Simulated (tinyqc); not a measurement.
Inside a calculation: two-band k.p model of the X valleys of a zinc-blende crystal. Values are carried at full precision from step to step, so a last printed digit may differ when a step is redone from the rounded ones.

With x = D/D0: for x < 1 the minima lie at k_m = sqrt(ml D0 (1 - x^2)/(4 c)), the hump at X has the height dE = (D0/4)(1 - x)^2 and the mass at the minimum is ml/(1 - x^2); the mass at X is ml/(1 - 1/x), negative for x < 1. For x > 1 the minimum is at X.

Constants: hbar^2/2m0 = 3.80998211 eV angstrom^2; kB = 8.617333262e-05 eV/K.

Inputs chosen for the exercise (of the order of those of GaP; the results hold for these values, not for the real material): D = 0.358 eV (splitting of the two conduction levels at X); D0 = 0.488 eV (coupling energy); ml = 0.939 m0 (mass along the axis from remote bands); k = 0.112 1/angstrom (wave vector from X); kmax = 0.24 1/angstrom (end of the path); mt = 0.248 m0 (transverse mass); T = 300 K (temperature).

## Shape of the lower band

Give x, k_m, dE and both masses.

x = 0.7336
k_m = 0.11784 1/angstrom
dE = 8.658 meV
mass at the minimum = 2.033 m0
mass at X = -2.586 m0

The coupling wins over the splitting, so each X point carries two minima; the hump equals kT at 100 K.

## The matrix at one k

k along the valley axis, counted from X, c = hbar^2/2m0, e = c k^2/ml. H = [[e - D/2, i P k], [-i P k, e + D/2]] with P^2 = D0 c/ml, so E = e -/+ sqrt(D^2/4 + D0 e). For D = 0 (diamond lattice) the bands cross at X.

Give P, the matrix, its levels and the weight of the lower X state in the lower band.

P = 1.4071 eV angstrom

H (eV):
```
          1        2
1   -0.1281  0.1576i
2  -0.1576i   0.2299
```

levels (eV): -0.1876  0.2894

weight = 0.8753

## Dispersion along the axis

Nine points; energies of the lower band from its minimum, against a parabola about the minimum with the mass there.

Results:
```
k (1/angstrom)  lower band (meV)  parabola (meV)  gap to the upper band (eV)
0.0000                      8.66           26.02                      0.3580
0.0300                      7.40           14.46                      0.3678
0.0600                      4.35            6.27                      0.3958
0.0900                      1.25            1.45                      0.4385
0.1200                      0.01            0.01                      0.4922
0.1500                      2.20            1.94                      0.5535
0.1800                      8.97            7.24                      0.6203
0.2100                     21.11           15.92                      0.6910
0.2400                     39.15           27.96                      0.7644
```

At kmax the band lies at 39.1 meV and the parabola at 28.0 meV: far from X the curvature returns to 1/ml, so the band is steeper than the parabola of the minimum.

## Thermal masses

Thermal masses along the axis for one X point, lower band, E from the minimum, on 1601 points from -0.8 to 0.8 1/angstrom: density-of-states mass m_d = c I^2/(pi kT), I = integral of exp(-E/kT) dk; conductivity mass m_c = 2 c kT/<(dE/dk)^2> with central differences.

Give m_d, m_c and Nc = 3 x 2 (kT/(4 pi c))^(3/2) mt sqrt(m_d) for three X points; 1 angstrom^-3 = 1e24 cm^-3.

m_d = 6.730 m0
m_c = 2.760 m0
Nc = 4.843e+19 cm^-3

Two separate parabolic minima would give m_d = 4 x 2.033 = 8.133; kT/dE = 2.99.

## Checks

- Height of the hump by numerical search against the closed form (meV): both 8.658.
- Thermal masses without coupling against ml: both 0.9390.

Program tinyqc; command `OMP_NUM_THREADS=1 python tinyqc.py 1880424 1880425 out.jsonl`; about 0.01 s on one thread of a shared Intel(R) Xeon(R) Processor @ 2.30GHz.
